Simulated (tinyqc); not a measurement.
From base transit time tau_B back to doping ratio N_0/N(W): minority-electron transport through the base of a bipolar transistor (Moll-Ross and Kroemer integrals). Computed by tinyqc, a small Python program. Command: `OMP_NUM_THREADS=1 python tinyqc.py 3017768 3017769 out.jsonl base inv`. One thread of a shared host (Intel(R) Xeon(R) Processor @ 2.30GHz), about 0.02 s of CPU time with the checks.

Low injection, one dimension, x from the emitter edge (0) to the collector edge (W), s = x/W. Recombination is treated as a small correction (valid for tau_B well below tau_n), computed from the stored charge.

Inputs (values chosen for the exercise, modelled on InP):
```
quantity                                     value        unit
intrinsic density n_i at the emitter edge  1.4e+07      1/cm^3
base doping at the emitter edge N_0        1.7e+19      1/cm^3
base width W                                   470          nm
mu_min                                         810  cm^2/(V s)
mu_max                                        4520  cm^2/(V s)
N_ref                                      2.4e+17      1/cm^3
saturation velocity v_s                       0.82    1e7 cm/s
base-emitter voltage V_BE                     0.81           V
temperature T                                  300           K
gap narrowing across the base dE_g              52         meV
```

Base doping profile: Gaussian. Gap grading: linear. Exit of the base: saturation velocity.

Constants: k_B = 8.617333262e-05 eV/K; e = 1.602176634e-19 C.

Method. N(x) = N_0 (ratio)^(-s^2); n_i(x)^2 = n_i^2 exp(s dE_g/k_B T); D(x) = (k_B T/e) mu, mu = mu_min + (mu_max - mu_min)/(1 + (N/N_ref)^0.7). With y(x) = N n_i^2/(D n_i(x)^2): base Gummel number G_B = int_0^W y dx + N(W) n_i^2/(v_s n_i(W)^2); J_C = e n_i^2 exp(e V_BE/k_B T)/G_B; n(x) = (J_C/e)(n_i(x)^2/(N n_i^2)) [int_x^W y dx + the same exit term]; transit time tau_B = (e/J_C) int n dx; trapezoid rule on 401 even points.

Problem. A run gave the result below. Find the doping ratio N_0/N(W), known to lie between 9.7 and 24.

base transit time tau_B = 14.05453 ps

Solution.

Each step takes the trial c = (a f_b - b f_a)/(f_b - f_a), f being the result less the target and a, b, c the logarithms of the listed values; c replaces end b, the old b replaces a if the sign of f changed, and otherwise f_a is halved.

Scan of the range:
```
doping ratio N_0/N(W)  base transit time tau_B (ps)
9.7                                         14.8405
11.3                                        14.3543
13.1                                        13.9085
15.3                                        13.4650
17.7                                        13.0702
20.6                                        12.6799
24.0                                        12.3071
```

False position (Illinois rule, in the logarithm of the input) inside the bracket:
```
step    end a    end b    trial  base transit time tau_B (ps)
1     11.3000  13.1000  12.4808                       14.0519
2     11.3000  12.4808  12.4597                       14.0570
3     12.4808  12.4597  12.4700                       14.0545
4     12.4597  12.4700  12.4700                       14.0545
```

Base transit time tau_B falls at every point of a 13-point scan of the range (every second point is shown), so one value fits; it is bracketed by 11.3 and 13.1. Answer: doping ratio N_0/N(W) = 12.47.
